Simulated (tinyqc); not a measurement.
## Coupling and phonon occupation from the scattering functions

Problem. A level coupled to a phonon of energy w0 has, in the self-consistent Born approximation, Sin(E) = M^2 [(Nq + 1) Gn(E + w0) + Nq Gn(E - w0)], Sout(E) = M^2 [(Nq + 1) Gp(E - w0) + Nq Gp(E + w0)]. Find M, Nq and, from Nq = 1/(exp(w0/kB T) - 1), the phonon temperature.

Inputs (values chosen for the exercise): phonon energy w0 = 20 meV.

Constants: q = 1.602176634e-19 C, kB = 1.380649e-23 J/K. Results are converted to the units shown.

Gn at E - w0 and E + w0 (1/meV): [0.0081180413, 0.048998632]
Gp at E - w0 and E + w0 (1/meV): [0.010000180, 0.087551989]
Sin and Sout at E (meV): [1.0991996, 0.31815996]

Solution. Both equations are linear in M^2 and M^2 Nq.

M = 4.600 meV
Nq = 0.05162
T = 77.00 K

Computed by the program tinyqc: `OMP_NUM_THREADS=1 python tinyqc.py 2720042 2720043 out.jsonl`, one thread of a shared Intel Xeon 2.30GHz, about 0.07 s for the whole run.
